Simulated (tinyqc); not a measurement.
# p-type polysilicon, carrier trapping at grain boundaries, step by step

tinyqc, about 0.01 s, one thread, Intel Xeon 2.30GHz (shared host): `OMP_NUM_THREADS=1 python tinyqc.py 2830288 2830289 out.jsonl` Printed values are rounded.

One-dimensional grains of size Lg, uniform ionised doping N, monovalent traps Qt at each boundary at a depth Et below (for electrons) or above (for holes) the band edge there, abrupt depletion of width W on each side of a boundary, Boltzmann statistics. xi is the distance from the band edge at the grain centre to the Fermi level. Trapped charge Qt/(1 + exp((xi + VB - Et)/Vt)) = 2 N W, barrier VB = q N W^2/(2 eps0 eps_r).

Values chosen for this exercise; values of the order met in polycrystalline silicon:
- T = 400 K (temperature)
- eps_r = 11.7 (relative permittivity)
- NB = 4.08e19 cm^-3 (valence-band density of states at T)
- Lg = 32 nm (grain size)
- Qt = 4.5e12 cm^-2 (trap density of a grain boundary)
- Et = 0.46 eV (depth of the trap level from the majority band edge at the boundary)
- ms = 0.49 m0 (mass for thermionic emission)
- fe = 0.12 (correction factor of the emission rate)
- mug = 150 cm^2/(V s) (mobility inside the grains)
- N = 5.8e18 cm^-3 (doping)

Constants: q = 1.602176634e-19 C, kB = 1.380649e-23 J/K, m0 = 9.1093837015e-31 kg, Vt = kB T/q, eps0 = 8.8541878128e-14 F/cm where lengths are in cm. Results are converted to the units shown.

## Starting value

W = 3.1 nm.

W at the start = 3.1 nm

## Iteration 1: new W

Partly depleted grain, xi = Vt ln(NB/N): f = 1/(1 + exp((xi + VB - Et)/Vt)), g = Qt f - 2 N W, g' = -2 Qt f (1 - f) VB/(W Vt) - 2 N, W(new) = W - g/g'.

VB = 0.0431020 V
f = 0.999961
g = 9.03823e11 cm^-2
g' = -1.16014e12 cm^-2/nm
W after iteration 1 = 3.87906 nm

## Iteration 2: new W

As before.

VB = 0.0674881 V
f = 0.999920
g = -7.08160e7 cm^-2
g' = -1.16036e12 cm^-2/nm
W after iteration 2 = 3.87900 nm

## Course of the iteration

Stop when the step is below 1e-10 nm, or after 40 iterations.

Course of the iteration:
```
iteration,W before the step (nm),step (nm)
1,3.1,0.779
2,3.87906,-6.10e-5
3,3.87900,-7.37e-13
```

Converged in 3 iterations.

## Depletion width, Fermi level and barrier

If the trap equation with xi = Vt ln(NB/N) has a root W < Lg/2, the grain is partly depleted; otherwise W = Lg/2 and the trap equation gives xi = Et - VB + Vt ln(Qt/(N Lg) - 1). N* = Qt/Lg.

N* = 1.40625e18 cm^-3
W = 3.87900 nm
xi = 0.0672436 V
VB = 0.0674860 V
share of traps filled = 0.999920

N is 4.12 N*, and the grain is partly depleted; VB = 1.96 Vt.

## Resistivity and effective mobility

n0 = NB exp(-xi/Vt); mean density n0 (1 - 2 W/Lg) by charge balance in a partly depleted grain, and n0 (sqrt(pi)/2) erf(u)/u with u = sqrt(VB/Vt) in a fully depleted one; v = sqrt(kB T/(2 pi ms m0)); barrier resistivity Vt exp(VB/Vt)/(q fe n0 v Lg); grain resistivity (1 - 2 W/Lg)/(q n0 mug); effective mobility 1/(q mean density total resistivity).

n0 = 5.8e18 cm^-3
mean density = 4.39386e18 cm^-3
v = 4.43751e6 cm/s
barrier resistivity = 0.154209 ohm cm
grain resistivity = 5.43487e-3 ohm cm
resistivity = 0.159644 ohm cm
effective mobility = 8.89796 cm^2/(V s)

The resistivity is 22.3 times that of a single crystal with the same N and mobility mug, and the mean density is 75.8 % of N.
